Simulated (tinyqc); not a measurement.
Single-photon avalanche diode, trigger probability and counting: effect of the excess bias.

A multiplication layer of width W with the uniform field V/W; alpha = an exp(-bn/E) for electrons, beta = ap exp(-bp/E) for holes (local model, no dead space). a = alpha W, b = beta W. Electrons enter at x = 0, holes at x = W. P0 is the probability that an electron entering at 0 starts a lasting avalanche, PW the same for a hole entering at W.

Breakdown: ln(a/b) = a - b with a not equal to b. Above it PW/(1 - PW) = [P0/(1 - P0)] exp(b - a) and b ln(1 - P0) = a ln(1 - PW); the mean over pairs made evenly in the layer is Pm = ln[(1 - PW)/(1 - P0)]/(a - b). PDP = eta P0; dark counts Gd Pm; avalanche charge Cd Vx/q; afterpulse probability pa (Cd Vx/q) exp(-td/tt) Pm; true rate n = nph PDP + dark counts; measured n/(1 + n td) (non-paralysable) or n exp(-n td) (paralysable); recharge time Rq Cd.

Values chosen for this exercise; ionisation coefficients close to those of silicon: electron prefactor an = 7.1e5 1/cm; electron field bn = 1.2 MV/cm; hole prefactor ap = 1.63e6 1/cm; hole field bp = 2.07 MV/cm; width of the multiplication layer W = 0.3 um; probability that a photon makes a pair that enters the layer eta = 0.31; thermal generation rate in the layer Gd = 1000 1/s; dead time td = 10 ns; diode capacitance Cd = 25 fF; quench resistance Rq = 100 kohm; trapping probability per avalanche carrier pa = 5.2e-8; trap release time tt = 6.2 ns; photon rate nph = 1.7e5 1/s.

Constants: q = 1.602176634e-19 C. Results are converted to the units shown.

Result of one run:
```
Vx/VB (%)       P0       PW       Pm      PDP  dark counts (1/s)  afterpulse (%)
4.0177     0.33887  0.14530  0.23269  0.10505             232.69        0.021073
```

Which excess bias Vx gave this result: 0.56, 1.4, 2.2, 3.5 or 5.6 V?

Vx = 0.56 V.

The whole series:
```
Vx (V)  Vx/VB (%)       P0        PW        Pm       PDP  dark counts (1/s)  afterpulse (%)
0.14       1.0044  0.10170  0.037831  0.064947  0.031527             64.947       0.0014704
0.22       1.5784  0.15410  0.058997  0.099886  0.047770             99.886       0.0035537
0.35       2.5110  0.23145  0.092693   0.15353  0.071750             153.53       0.0086901
0.56       4.0177  0.33887   0.14530   0.23269   0.10505             232.69        0.021073
0.88       6.3135  0.46938   0.22118   0.33774   0.14551             337.74        0.048065
1.4        10.044  0.62070   0.33364   0.47581   0.19242             475.81         0.10773
2.2        15.784  0.76359   0.48162   0.63012   0.23671             630.12         0.22418
3.5        25.110  0.88035   0.66419   0.78553   0.27291             785.53         0.44462
5.6        40.177  0.95325   0.84260   0.90774   0.29551             907.74         0.82207
```

VB is 13.94 V. P0 rises from 0.102 to 0.953 and PW rises from 0.0378 to 0.843; P0 goes as Vx^(0.92) at the start and Vx^(0.17) at the end. Electrons trigger better in every row. The afterpulse probability keeps growing, as Vx^(1.31) at the end, because the avalanche charge grows with Vx. For Vx = 3.5, 5.6 the excess bias passes a quarter of VB, where tunnelling adds dark counts that are left out here.

tinyqc, about 0.01 s, one thread, Intel Xeon 2.30GHz (shared host): `OMP_NUM_THREADS=1 python tinyqc.py 2630045 2630046 out.jsonl`
